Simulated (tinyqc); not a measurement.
Superjunction drift layer against a plain one, charge balance: one step of the calculation.

Alternating n and p pillars of equal width wp, doping N and length Lp. When depleted, the lateral field peaks at Ex = q N wp/(2 eps0 eps_r) at the pillar junctions and a uniform vertical field Ey is added; breakdown is taken where Ex^2 + Ey^2 = Ef^2. Only the n pillars conduct, narrowed by the zero-bias depletion. A first-order model: the field peaks at the pillar ends are left out.

Problem. Design of the pillars. Ex = a Ef gives N = 2 eps0 eps_r a Ef/(q wp); Ey = Ef sqrt(1 - a^2); Lp = BV/Ey; xd = sqrt(eps0 eps_r Vb/(q N)) on each side; Rsp = 2 Lp/(q mu(N) N (1 - 2 xd/wp)). mu(N) = mi + (mx - mi)/(1 + (N/Nr)^0.9).

Parameters, values chosen for the exercise; values close to those of silicon:
- eps_r = 11.5 (relative permittivity of the semiconductor)
- mx = 1340 cm^2/(V s) (mobility at low doping)
- mi = 92.3 cm^2/(V s) (mobility at high doping)
- Nr = 1.3e17 cm^-3 (reference doping of the mobility)
- BV = 340 V (wanted breakdown voltage)
- wp = 5 um (width of each pillar)
- Ef = 0.3 MV/cm (critical field inside the pillars)
- a = 0.51 (lateral peak field as a share of Ef)
- Vb = 0.8 V (built-in voltage of the pillar junctions)

Constants: q = 1.602176634e-19 C, eps0 = 8.8541878128e-14 F/cm where lengths are in cm. Results are converted to the units shown.

Give: N; Ey; Lp; xd; Rsp.

Solution.

N = 3.8894e15 cm^-3
Ey = 0.25805 MV/cm
Lp = 13.176 um
xd = 0.36155 um
Rsp = 3.8348 mohm cm^2

The pillars have an aspect ratio of 2.64. Their doping is 4.74 times, and their Rsp 0.291 times, that of the plain layer.

Range of the model: The aspect ratio Lp/wp is under 3, where a pillar model without end effects is rough.

Computed by the program tinyqc: `OMP_NUM_THREADS=1 python tinyqc.py 2590013 2590014 out.jsonl`, one thread of a shared Intel Xeon 2.30GHz, about 0.01 s for the whole run.
